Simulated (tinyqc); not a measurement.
Raising U: Hubbard chain of 6 sites, mean field against exact. Computed by the program tinyqc. 

one-body matrix (hopping and site energies) (eV):
```
         1        2        3        4        5        6
1   0.0000  -1.3300   0.0000   0.0000   0.0000   0.0000
2  -1.3300   0.0000  -1.3300   0.0000   0.0000   0.0000
3   0.0000  -1.3300   0.0000  -1.3300   0.0000   0.0000
4   0.0000   0.0000  -1.3300   0.0000  -1.3300   0.0000
5   0.0000   0.0000   0.0000  -1.3300   0.0000  -1.3300
6   0.0000   0.0000   0.0000   0.0000  -1.3300   0.0000
```

electrons, up and down: 3  2

Collinear unrestricted mean field (the lowest of 40 random starts) against exact diagonalisation.

Exact and mean-field results (eV):
```
U            U/t    E exact  E mean field  mean |n_up - n_down|  double occupancy, exact  first gap in the sector
0.6700    0.5038  -8.066453     -8.035278                0.1667                   0.1496                   1.0444
1.3300    1.0000  -7.506783     -7.385953                0.1690                   0.1332                   0.9959
2.6600    2.0000  -6.567182     -6.122863                0.2566                   0.1031                   0.8764
3.9900    3.0000  -5.846753     -5.031495                0.4205                   0.0785                   0.7599
5.3200    4.0000  -5.299197     -4.234964                0.5689                   0.0597                   0.6589
7.9800    6.0000  -4.556851     -3.310446                0.7113                   0.0359                   0.5069
10.6400   8.0000  -4.096680     -2.908845                0.7941                   0.0231                   0.4054
15.9600  12.0000  -3.575682     -2.600218                0.8229                   0.0115                   0.2852
26.6000  20.0000  -3.120656     -2.420346                0.8296                   0.0044                   0.1768
```

In absolute terms mean field is worst at U/t = 6.0, 1.246 eV too high: at small U it is nearly exact, and at large U it still misses the motion of the hole through a fluctuating spin background. Relative to the exact energy its error is 0.4 % at the smallest U, 29 % at most and 22 % at the largest. The double occupancy falls from 0.150 to 0.004.
